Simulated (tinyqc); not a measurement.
RHF in the sto-6g basis, for BeH+, spin multiplicity 1, step by step. One step of it, computed by the program tinyqc.

Problem. Iteration 2: diagonalisation and new density. Diagonalise F' = X^T F X, C = X C', fill 2 alpha and 2 beta electrons from the bottom; D = 2 C_occ C_occ^T. Each column has its largest component positive (the first on a tie).

extrapolated F (hartree), lower triangle:
```
            1Be 1s     1Be 2s    1Be 2px    1Be 2py    1Be 2pz      2H 1s
1Be 1s   -5.096613
1Be 2s   -1.369969  -0.781069
1Be 2px  -0.007040  -0.001265  -0.138741
1Be 2py   0.004526   0.002878  -0.006076  -0.142407
1Be 2pz   0.015413  -0.129595  -0.000295   0.001923  -0.373956
2H 1s    -0.387771  -0.527719  -0.002141   0.005657  -0.477999  -0.536245
```

X:
```
                 1          2         3          4          5         6
1Be 1s    0.197263   0.803424  0.000000   0.000000   0.597254  0.181428
1Be 2s   -0.902592  -0.588687  0.000000   0.000000   0.442878  0.381853
1Be 2px   0.000000   0.000000  0.018749   0.999824   0.000000  0.000000
1Be 2py   0.000000   0.000000  0.999824  -0.018749   0.000000  0.000000
1Be 2pz  -0.948745   0.478070  0.000000   0.000000  -0.523759  0.364403
2H 1s     1.274693  -0.185349  0.000000   0.000000  -0.168662  0.513531
```

Give: F' = X^T F X; orbital energies; coefficients C; D after iteration 2.

Solution.

F' = X^T F X (hartree), lower triangle:
```
        1       2       3       4       5       6
1   0.393
2  -0.251  -2.199
3   0.004   0.002  -0.143
4  -0.003  -0.005  -0.006  -0.139
5  -0.175  -2.162   0.002  -0.004  -2.691
6  -0.056  -0.881   0.005  -0.003  -1.017  -1.155
```

orbital energies (hartree): MO1 -5.098, MO2 -0.697, MO3 -0.275, MO4 -0.147, MO5 -0.134, MO6 0.418

coefficients C:
```
            MO1     MO2     MO3     MO4     MO5     MO6
1Be 1s    0.996  -0.162  -0.207  -0.001  -0.002   0.116
1Be 2s    0.016   0.457   0.798   0.005  -0.002  -0.811
1Be 2px   0.001   0.001  -0.007   0.597   0.803  -0.004
1Be 2py  -0.001  -0.008   0.004   0.803  -0.597   0.006
1Be 2pz  -0.003   0.371  -0.627   0.004  -0.014  -1.003
2H 1s     0.000   0.512  -0.133  -0.001   0.005   1.293
```

D after iteration 2, lower triangle:
```
         1Be 1s  1Be 2s  1Be 2px  1Be 2py  1Be 2pz  2H 1s
1Be 1s    2.035
1Be 2s   -0.116   0.419
1Be 2px   0.002   0.001    0.000
1Be 2py   0.001  -0.007    0.000    0.000
1Be 2pz  -0.126   0.339    0.001   -0.006    0.275
2H 1s    -0.166   0.469    0.001   -0.008    0.380  0.525
```
